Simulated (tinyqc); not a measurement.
## Pull-up strength from the switching point

Problem. Transistor (EKV form, voltages against the body): I = 2 n b Vt^2 [F(vp - Vs) - F(vp - Vd)] from drain to source, F(v) = ln^2(1 + exp(v/(2 Vt))), vp = (Vg - VT + sg |Vd - Vs|)/n. n-channel bodies are at 0; for the p-channel device all voltages are counted down from Vdd. b in uA/V^2 gives I in uA. In an inverter In(Vg = Vd = VM) equals Ip at the switching point VM. Find bp and the current there.

Inputs (values chosen for the exercise): temperature T = 273 K; supply voltage Vdd = 0.75 V; slope factor n = 1.29; drain-induced barrier lowering sg = 0.036; n-channel threshold VTn = 0.25 V; p-channel threshold (magnitude) VTp = 0.31 V; gain factor of the pull-down transistor bn = 470 uA/V^2.

Constants: q = 1.602176634e-19 C, kB = 1.380649e-23 J/K, Vt = kB T/q. Results are converted to the units shown.

VM = 0.306116851 V

Solution. Ip is proportional to bp, so bp is In(VM) over the p-channel current for unit b.

bp = 140.0 uA/V^2
current at VM = 1.300 uA

Program tinyqc, `OMP_NUM_THREADS=1 python tinyqc.py 2340099 2340100 out.jsonl`; Intel Xeon 2.30GHz, shared host, one thread, about 0.04 s.
